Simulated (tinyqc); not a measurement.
Defects against doping: deep level with several charge states.

Energies from Ev. The defect has charge states +1, 0, -1 with weights 1, gm exp((EF - E1)/kT), exp((2 EF - E1 - E2)/kT); the shares are the weights over their sum. Boltzmann carriers: n = Nc exp((EF - Eg)/kT), p = Nv exp(-EF/kT). Neutrality: p - n + Nd + Nt <q> = 0.

Constants: kB = 8.617333262e-05 eV/K.

Parameters, chosen for this exercise (gap and densities of states near those of SiC at this temperature; shifted at random, so the results belong to these values and not to a real crystal): Eg = 3.239 eV (gap); Nc = 1.78e+19 1/cm^3 (conduction-band density of states); Nv = 3.26e+19 1/cm^3 (valence-band density of states); T = 300 K; E1 = 1.13 eV (level (+1/0) above Ev); E2 = 1.933 eV (level (0/-1) above Ev); gm = 2 (degeneracy of the middle state, the others 1); Nd = 1.6e+15 1/cm^3 (ionised shallow donors minus acceptors).

Nt takes the listed multiples of |Nd|; the resistivity uses mobilities of 1000 (electrons) and 300 (holes) cm^2/(V s), chosen for the exercise, and e = 1.602176634e-19 C.

Neutral state:

| Nt/\|Nd\| | EF (eV) | n (1/cm^3) | p (1/cm^3) | rho (ohm cm) |
|---|---|---|---|---|
| 0.01 | 2.9979 | 1.58e+15 | 1.42e-31 | 3.94 |
| 0.10 | 2.9954 | 1.44e+15 | 1.56e-31 | 4.33 |
| 0.30 | 2.9889 | 1.12e+15 | 2.00e-31 | 5.57 |
| 0.60 | 2.9745 | 6.40e+14 | 3.50e-31 | 9.75 |
| 0.90 | 2.9386 | 1.60e+14 | 1.40e-30 | 39.0 |
| 1.10 | 2.0104 | 0.0409 | 5.49e-15 | 1.53e+17 |
| 1.50 | 1.9688 | 0.00818 | 2.74e-14 | 7.63e+17 |
| 3.00 | 1.9330 | 0.00204 | 1.10e-13 | 3.05e+18 |
| 10.00 | 1.8941 | 0.000454 | 4.94e-13 | 1.37e+19 |

What can be read from this table?

EF goes from 2.998 to 1.894 eV and the resistivity from 3.94 to 1.37e+19 ohm cm, with a largest value of 1.37e+19 (values above about 1e13 are formal: hopping and surfaces conduct more). The largest move of EF, -0.928 eV, comes between Nt/|Nd| = 0.9 and 1.1; the levels lie at 1.13 and 1.933 eV. A defect can take up to one carrier of either sign, so the doping can be cancelled no earlier than Nt = |Nd|, there only if EF lies well beyond the level that takes the carriers and otherwise at larger Nt (mean charge -0.10 in the last row).

Run: tinyqc, `OMP_NUM_THREADS=1 python tinyqc.py 1650212 1650213 out.jsonl`; Intel(R) Xeon(R) Processor @ 2.30GHz, one thread, shared host; about 0.01 s of CPU time with all checks.
